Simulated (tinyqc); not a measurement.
The window of frequencies: the 3-omega method: a line heater on a substrate with a thin film. Computed by tinyqc, a small Python program. Command: `OMP_NUM_THREADS=1 python tinyqc.py 3026337 3026338 out.jsonl threeomega walk`. One thread of a shared host (Intel(R) Xeon(R) Processor @ 2.30GHz), about 0.01 s of CPU time with the checks.

A current at angular frequency omega = 2 pi f heats the line at 2 omega with the amplitude P per length; the temperature swing Delta T at 2 omega gives a voltage at 3 omega. The substrate is taken as semi-infinite and isotropic, and the heat capacity of heater and film is left out.

Inputs (values chosen for the exercise, modelled on alumina on germanium):

| quantity | value | unit |
|---|---|---|
| substrate conductivity kappa | 59.1 | W/(m K) |
| substrate heat capacity C | 1.7 | 1e6 J/(m^3 K) |
| heater half-width b | 5.7 | micrometre |
| power amplitude per length P | 6.5 | W/m |
| current frequency f | 710 | Hz |
| substrate thickness d_s | 525 | micrometre |

Method:
- D = kappa/C; q = sqrt(2 i omega/D); penetration depth 1/|q| = sqrt(D/(2 omega)).
- Delta T_s = (P/(pi kappa)) int_0^infinity (sin x/x)^2 / sqrt(x^2 + (q b)^2) dx with (q b)^2 = i |q b|^2, averaged over the heater width (12 Gauss-Legendre points on each of the pieces 0, 14 log-spaced edges from 1e-5 to 1, and multiples of pi to 40 pi; the tail adds 1/(4 (40 pi)^2)).
- For |q| b much below 1: Delta T_s = (P/(pi kappa)) [-ln(|q| b) + eta - i pi/4], eta = 3/2 - C_E = 0.92278, with Euler's C_E = 0.5772157.
- The slope value uses each f and 2f: kappa = P ln 2/(2 pi [Delta T(f) - Delta T(2f)]).

diffusivity D = 34.7647 mm^2/s

Bare substrate:

| f (Hz) | penetration depth (micrometre) | \|q\| b | in-phase (K) | out-of-phase (K) | narrow-line form (K) | kappa from the slope (W/(m K)) |
|---|---|---|---|---|---|---|
| 0.85 | 1804.1 | 0.0031595 | 0.23386 | -0.027495 | 0.23386 | 59.100 |
| 8.5 | 570.50 | 0.0099913 | 0.19356 | -0.027493 | 0.19356 | 59.102 |
| 85 | 180.41 | 0.031595 | 0.15326 | -0.027470 | 0.15325 | 59.122 |
| 430 | 80.210 | 0.071063 | 0.12490 | -0.027388 | 0.12487 | 59.212 |
| 1700 | 40.340 | 0.14130 | 0.10090 | -0.027150 | 0.10081 | 59.539 |
| 8500 | 18.041 | 0.31595 | 0.073085 | -0.026234 | 0.072641 | 61.234 |
| 34000 | 9.0204 | 0.63190 | 0.050041 | -0.024014 | 0.048375 | 67.182 |
| 170000 | 4.0340 | 1.4130 | 0.026971 | -0.018316 | 0.020203 | 95.391 |
| 850000 | 1.8041 | 3.1595 | 0.012316 | -0.010554 | -0.0079691 | 198.42 |
| 5.10e+06 | 0.73651 | 7.7392 | 0.0050244 | -0.0047322 | -0.039333 | 487.26 |

What does the comparison show, and why?

The slope gives kappa within 1 % up to |q| b = 0.14 (f = 1700 Hz) among these rows. The penetration depth stays under d_s/5 = 105 micrometre from f = 430 Hz up, so a usable window lies between the two. At high f the flow turns one-dimensional: in-phase and out-of-phase parts become equal in size (ratio 0.94 in the last row) and fall as f^(-1/2) (exponent -0.50).
